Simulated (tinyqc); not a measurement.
From a target wavelength to the width: optical transitions of a finite quantum well. Four cases, with inputs chosen for the exercise.

Problem. Which width puts the e1-hh1 edge, hc/(Eg + e1 + hh1), at the wavelength below?

Each carrier sees a square well of width L with its own depth V and masses m (inside), mb (outside); c = hbar^2/2m0, k = sqrt(m E/c), kappa = sqrt(mb (V - E)/c), and level n solves k L + 2 atan[(k/m)/(kappa/mb)] = n pi. The envelope is cos(kz) for odd n and sin(kz) for even n inside, joins exp(-kappa (|z| - L/2)) outside, and is normalised to 1. Excitons and band mixing are left out.

Constants: hbar^2/2m0 = 3.80998211 eV angstrom^2; hc = 1239.841984 eV nm.

Find: e1 + hh1 needed; L; e1; hh1.

Method. Both confinement energies fall steadily with L, so their sum meets the target once; bisection in L finds it.

Case 1.

Values chosen (near those of an InGaAs well in InP; the results hold for these values, not for the real material): Eg = 0.806 eV (gap of the well); Vc = 0.26 eV (conduction offset); Vv = 0.377 eV (valence offset); me = 0.0421 m0 (electron, well); meb = 0.0803 m0 (electron, barrier); mh = 0.366 m0 (heavy hole along z, well); mhb = 0.511 m0 (heavy hole, barrier).

edge wavelength = 1469.252 nm

Solution.

e1 + hh1 needed = 37.9 meV
L = 117.0 angstrom
e1 = 31.7 meV
hh1 = 6.1 meV

Case 2.

Values chosen (near those of a GaAs well in AlGaAs; the results hold for these values, not for the real material): Eg = 1.495 eV (gap of the well); Vc = 0.162 eV (conduction offset); Vv = 0.091 eV (valence offset); me = 0.0675 m0 (electron, well); meb = 0.0836 m0 (electron, barrier); mh = 0.356 m0 (heavy hole along z, well); mhb = 0.398 m0 (heavy hole, barrier).

edge wavelength = 817.819 nm

Solution.

e1 + hh1 needed = 21.0 meV
L = 139.0 angstrom
e1 = 17.0 meV
hh1 = 4.0 meV

Case 3.

Values chosen (near those of an InGaAs well in InP; the results hold for these values, not for the real material): Eg = 0.81 eV (gap of the well); Vc = 0.255 eV (conduction offset); Vv = 0.351 eV (valence offset); me = 0.0405 m0 (electron, well); meb = 0.0805 m0 (electron, barrier); mh = 0.363 m0 (heavy hole along z, well); mhb = 0.529 m0 (heavy hole, barrier).

edge wavelength = 1467.177 nm

Solution.

e1 + hh1 needed = 35.1 meV
L = 124.0 angstrom
e1 = 29.6 meV
hh1 = 5.5 meV

Case 4.

Values chosen (near those of a GaAs well in AlGaAs; the results hold for these values, not for the real material): Eg = 1.49 eV (gap of the well); Vc = 0.17 eV (conduction offset); Vv = 0.094 eV (valence offset); me = 0.0653 m0 (electron, well); meb = 0.0844 m0 (electron, barrier); mh = 0.346 m0 (heavy hole along z, well); mhb = 0.387 m0 (heavy hole, barrier).

edge wavelength = 823.836 nm

Solution.

e1 + hh1 needed = 15.0 meV
L = 175.0 angstrom
e1 = 12.2 meV
hh1 = 2.8 meV

Computed by tinyqc, one run a case: `OMP_NUM_THREADS=1 python tinyqc.py N N+1 out.jsonl` with N = 1252468, 1252567, 1252568, 1252602; one thread of a shared Intel(R) Xeon(R) Processor @ 2.30GHz, about 0.06 s a run at most.
